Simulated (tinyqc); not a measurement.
Spin curve: spin coating of a resist or spin-on film: centrifugal thinning, evaporation and the final thickness (Emslie and Meyerhofer models). Computed by tinyqc, a small Python program. Command: `OMP_NUM_THREADS=1 python tinyqc.py 3112314 3112315 out.jsonl spincoat walk`. One thread of a shared host (Intel(R) Xeon(R) Processor @ 2.30GHz), about 0.08 s of CPU time with the checks.

A Newtonian film stays uniform over the wafer; solvent and solids have the same density and the concentration is uniform through the thickness.

Inputs (values chosen for the exercise, of the order of those of a polymer resist in an ester solvent): solids volume fraction c0 = 0.27; kinematic viscosity of the solvent nu_s = 1.2 mm^2/s; viscosity constant k = 820 mm^2/s; viscosity exponent gamma = 3.1; spin speed f = 800 rpm; evaporation rate at 1000 rpm e0 = 0.14 micrometre/s; starting thickness h0 = 400 micrometre; wafer radius R = 150 mm.

Method:
- omega = 2 pi f/60; nu(c) = nu_s + k c^gamma; evaporation rate e = e0 sqrt(f/1000 rpm).
- Flow constant K = 2 omega^2/(3 nu(c0)); Reynolds number of the air omega R^2/nu_air with nu_air = 15 mm^2/s.
- Meyerhofer estimate: flow rules until (1 - c0) K h^3 = e, then evaporation alone: h_w = (e/((1 - c0) K))^(1/3), dry film c0 h_w.
- Full model for solids s and liquid l per area, h = s + l, c = s/h: ds/dt = -c Q, dl/dt = -(1 - c) Q - e, Q = 2 omega^2 h^3/(3 nu(c)); integrated adaptively (relative tolerance 1e-9) until l = 0.

dry film, estimate = 2229.58 nm

Dry film against speed:
```
f (rpm)  full model (nm)  estimate (nm)  time to dry (s)
500               3188.5         2820.2           100.59
1000              2254.7         1994.2            50.30
1500              1840.9         1628.3            33.53
2000              1594.3         1410.1            25.15
3000              1301.7         1151.3            16.77
4000              1127.3          997.1            12.58
6000               920.5          814.1             8.38
```

What follows from these numbers?

The full thickness goes as f^-0.500; the estimate as (e/omega^2)^(1/3) = f^(-1/2). The time to dry goes as f^-1.00. A thickness window of 1 % allows a speed error of about 2 %.
